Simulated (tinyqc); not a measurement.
Dopant redistribution at a moving silicon-oxide interface during parabolic oxidation: one step, computed by the program tinyqc. Command: `OMP_NUM_THREADS=1 python tinyqc.py 3022002 3022003 out.jsonl segox walk`. One thread of a shared host (Intel(R) Xeon(R) Processor @ 2.30GHz), about 0.01 s of CPU time with the checks.

Uniformly doped silicon is oxidised with x_ox = sqrt(B t); the interface advances into the silicon by alpha x_ox, alpha = 0.44. The dopant does not move in the oxide, and at the interface C(silicon) = m C(oxide).

Problem. Interface concentration. With the dopant diffusivity D and s = alpha x_ox/(2 sqrt(D t)), in the silicon C = C_B + (C_s - C_B) erfc(y/(2 sqrt(D t)))/erfc(s), y from the original surface. Dopant balance at the interface gives C_s/C_B = 1/[1 + (1/(m alpha) - 1) g], g = sqrt(pi) s exp(s^2) erfc(s).

Inputs (values chosen for the exercise, modelled on boron in silicon under steam): segregation coefficient m = C(silicon)/C(oxide) = 0.32; bulk doping C_B = 6.1e+15 1/cm^3; temperature T = 1025 C.

s = 1.742350

Give: g; ratio C_s/C_B; C_s in the silicon; concentration in the oxide.

Solution.

g = 0.8832

ratio C_s/C_B = 0.1565

C_s in the silicon = 9.547e+14 1/cm^3

concentration in the oxide = 2.983e+15 1/cm^3

m alpha = 0.141: the oxide takes more dopant than the consumed silicon held, so the silicon is depleted. For a very fast interface the ratio would tend to m alpha. Caution: parabolic growth needs an oxide much thicker than the Deal-Grove length A, which fails for thin films and low temperatures; oxidation-enhanced or retarded diffusion is ignored.
